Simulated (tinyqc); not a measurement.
Inside a calculation: propagation of a band-gap error through k.p and effective-mass formulas. Values are carried at full precision from step to step, so a last printed digit may differ when a step is redone from the rounded ones.

Chain, for a gap E (the reference Eg or another value), with Ep and Dso kept: 1/me = 1 + Ep (E + 2 Dso/3)/(E (E + Dso)); g* = 2 - 2 Ep Dso/(3 E (E + Dso)); g1(E) = g1 + (Ep/3)(1/E - 1/Eg), g2(E) = g2 + (Ep/6)(1/E - 1/Eg), light hole 1/(g1 + 2 g2), heavy hole 1/(g1 - 2 g2) along [100]; optical constant ei(E) = 1 + (ei - 1)(EP/(EP + E - Eg))^2, static e0(E) = ei(E) + e0 - ei.

Constants: Ry = 13.60569312 eV; a0 (Bohr radius) = 0.5291772105 angstrom; kB = 8.617333262e-05 eV/K; hbar^2/2m0 = 3.80998211 eV angstrom^2.

Values chosen for the exercise (reference values near those of CdTe, gap at low temperature; the results hold for these values, not for the real material):
```
symbol  value  unit        meaning
Eg      1.616  eV          gap at Gamma to the s-like level
Dso     0.905  eV          spin-orbit splitting
Ep      19     eV          Kane energy
g1      5.31               Luttinger gamma1
g2      1.7                gamma2
e0      10.26              static dielectric constant
ei      7.32               optical dielectric constant
EP      5.55   eV          mean (Penn) gap
Eg2     1.438  eV          a wrong gap, of the size a hybrid functional can give
mh      0.45   m0          density-of-states mass of the holes
T       300    K           temperature
k       0.028  1/angstrom  wave vector
```

## Masses, g factor and screening for both gaps

Evaluate the chain at Eg and at Eg2.

Band values at the two gaps:
```
quantity      at Eg   at Eg2  ratio
me          0.08810  0.07993  0.907
g*          -0.8138   -1.402      -
g1            5.310    5.795  1.091
g2            1.700    1.943  1.143
light hole   0.1148   0.1033  0.900
heavy hole   0.5236   0.5236  1.000
ei            7.320    7.746  1.058
e0            10.26    10.69  1.041
```

The gap is off by a factor of 0.89; the electron mass follows with 0.91 and the light hole with 0.90, while the heavy hole, which does not couple to the conduction level, keeps its value. The optical constant changes less, by +6 %, as it answers to the mean gap, which shifts by the same -0.18 eV on a base of 5.55 eV. g* moves by -0.59; remote bands, left out here, shift it by tenths or, where it is large, by some per cent.

## Binding energies and densities for both gaps

Donor: R = Ry me/e0^2, a_B = a0 e0/me, Mott density (0.26/a_B)^3. Nc, Nv = 2 (m kT/(4 pi c))^(3/2), c = hbar^2/2m0, ni = sqrt(Nc Nv) exp(-E/2kT). Exciton: Ry mu/e0^2 with 1/mu = 1/me + g1(E). 1 angstrom^-3 = 1e24 cm^-3.

Use the values of the table.

Results:
```
quantity                  at Eg     at Eg2  ratio
R (meV)                   11.39      9.523  0.836
a_B (angstrom)            61.63      70.75   1.15
Mott density (cm^-3)  7.510e+16  4.963e+16  0.661
Nc (cm^-3)            6.562e+17  5.670e+17  0.864
ni (cm^-3)            5.949e+04  1.729e+06   29.1
exciton (meV)             7.758      6.509  0.839
```

Power laws carry the error on: the donor energy (me/e0^2) by a factor of 0.836, the Mott density (cube of me/e0) by 0.661. ni, with its exponential, changes by a factor of 29.1, that is 1.5 decades.

## A scissor shift and what it does not mend

A rigid shift D = Eg - Eg2 of the conduction band restores the gap but leaves the curvature, so the mass stays me(Eg2); redoing the sum 1/m = 1 + Ep (E + 2 Dso/3)/(E (E + Dso)) with E = Eg and the same Ep gives another mass. For optics, eps2 at the edge goes as |p|^2/E^2: a rigid shift keeps the dipole elements p/E, while shifting the energies under unchanged p scales eps2 by (Eg2/Eg)^2.

shift D = 0.178 eV
mass under a rigid shift = 0.0799 m0
mass from the sum with the corrected gap = 0.0881 m0
factor on eps2 if p is left unscaled = 0.792

The rigid shift leaves the mass off by a factor of 0.91. The mass from the corrected gap is the reference me(Eg) here, because the exercise keeps Ep fixed; a real correction of the gap depends on k and changes Ep as well.

## Far from the edge the relative error shrinks

Two-level dispersion E(k) = sqrt(E^2/4 + Ep c k^2) - E/2 at k/4, k, 4k for both gaps, c = hbar^2/2m0.

Energies above the edge:
```
k (1/angstrom)  at Eg (eV)  at Eg2 (eV)  ratio
0.00700             0.0022       0.0025  1.123
0.02800             0.0344       0.0384  1.118
0.11200             0.4414       0.4747  1.076
```

The ratio tends to Eg/Eg2 = 1.12 at k = 0 and goes from 1.123 to 1.076: at large k both curves approach the same slope sqrt(Ep c), while their distance in eV grows towards |Eg - Eg2|/2.

## Checks

- Chain at E = Eg against the inputs g1, g2, ei, e0: they agree to 1e-10 or better.

Run: tinyqc, `OMP_NUM_THREADS=1 python tinyqc.py 1880732 1880733 out.jsonl`; Intel(R) Xeon(R) Processor @ 2.30GHz, one thread, shared host; about 0.01 s of CPU time with all checks.
